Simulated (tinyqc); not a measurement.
## p-n diode, drift-diffusion by the Gummel loop with Scharfetter-Gummel fluxes: effect of the hole mobility at fixed bias

Abrupt junction at x = 0, p side from -Lp, n side to Ln, ohmic contacts. psi is counted from the intrinsic level; n = ni exp((psi - phin)/Vt), p = ni exp((phip - psi)/Vt). Contacts: p side psi = V - Vt ln(Na/ni), p = Na, n = ni^2/Na; n side psi = Vt ln(Nd/ni), n = Nd, p = ni^2/Nd. Constant mobilities, D = mu Vt, Boltzmann statistics, SRH recombination through a mid-gap level, U = (n p - ni^2)/(tp (n + ni) + tn (p + ni)). Current is positive from the p contact to the n contact.

ni = sqrt(Nc Nv) exp(-Eg/(2 Vt)), Eg in volts. Poisson and both continuity equations are solved self-consistently with Scharfetter-Gummel fluxes on a graded mesh of 500 nodes. J_scr is q times the integral of U between -xp and xn. Ideal diffusion current J_id = q ni^2 [Dn coth(wp/Le)/(Le Na) + Dp coth(wn/Lh)/(Lh Nd)] (exp(V/Vt) - 1), Le = sqrt(Dn tn), Lh = sqrt(Dp tp), wp = Lp - xp, wn = Ln - xn, with xp and xn from the depletion approximation (W = sqrt(2 eps0 eps_r (Vbi - V)(1/Na + 1/Nd)/q), xp = W Nd/(Na + Nd), xn = W Na/(Na + Nd), Vbi = Vt ln(Na Nd/ni^2)). Ideality factor = 0.004 V/(Vt ln[J(V + 0.004 V)/J(V)]).

Inputs (values chosen for the exercise); band and dielectric values close to those of gallium arsenide:
```
symbol    value        unit                                 meaning
T           275           K                             temperature
Eg          1.4          eV                                band gap
eps_r      13.1                               relative permittivity
Nc      3.85e17       cm^-3  conduction-band density of states at T
Nv      7.93e18       cm^-3     valence-band density of states at T
Na       1.8e17       cm^-3          acceptor density of the p side
Nd         4e16       cm^-3             donor density of the n side
mun        3700  cm^2/(V s)                       electron mobility
tn         5e-7           s               SRH lifetime of electrons
tp        3e-10           s                   SRH lifetime of holes
Lp         0.89          um                    length of the p side
Ln          6.8          um                    length of the n side
G             0  cm^-3 s^-1                 uniform generation rate
V           0.6           V                   bias of the p contact
```

Constants: q = 1.602176634e-19 C, kB = 1.380649e-23 J/K, Vt = kB T/q, eps0 = 8.8541878128e-14 F/cm where lengths are in cm. Results are converted to the units shown.

Results:
columns A: mup (cm^2/(V s)); B: J (A/cm^2); C: ideality factor; D: J_scr/J (%); E: J_id (A/cm^2); F: share recombining at the contacts (%); G: larger minority/doping at -xp and xn
```
A          B     C     D        E      F         G
28   8.66e-7  1.87  99.2  7.31e-9  0.698  5.76e-12
46   8.67e-7  1.86  99.1  7.66e-9  0.697  6.01e-12
130  8.69e-7  1.86  99.0  8.76e-9  0.695  6.33e-12
210  8.70e-7  1.86  98.9  9.49e-9  0.695  6.43e-12
340  8.71e-7  1.86  98.8  1.04e-8  0.694  6.50e-12
560  8.72e-7  1.86  98.7  1.17e-8  0.693  6.55e-12
```

Estimate the missing row, mup = 76 cm^2/(V s).

Computed row:
columns A: mup (cm^2/(V s)); B: J (A/cm^2); C: ideality factor; D: J_scr/J (%); E: J_id (A/cm^2); F: share recombining at the contacts (%); G: larger minority/doping at -xp and xn
```
A         B     C     D        E      F         G
76  8.68e-7  1.86  99.1  8.12e-9  0.696  6.19e-12
```

With this row back in the table: As mup rises from 28 to 560, J rises from 8.66e-7 to 8.72e-7 A/cm^2, the share of the depleted layer falls from 99.2 to 98.7 % and the share lost at the contacts falls from 0.698 to 0.693 %. The exponent d ln J/d ln mup is 0.00 between the first two rows and 0.00 between the last two. J less J_scr is 0.21 % above J_id in the last row.

Program tinyqc, `OMP_NUM_THREADS=1 python tinyqc.py 2240142 2240143 out.jsonl`; Intel Xeon 2.30GHz, shared host, one thread, about 0.2 s.
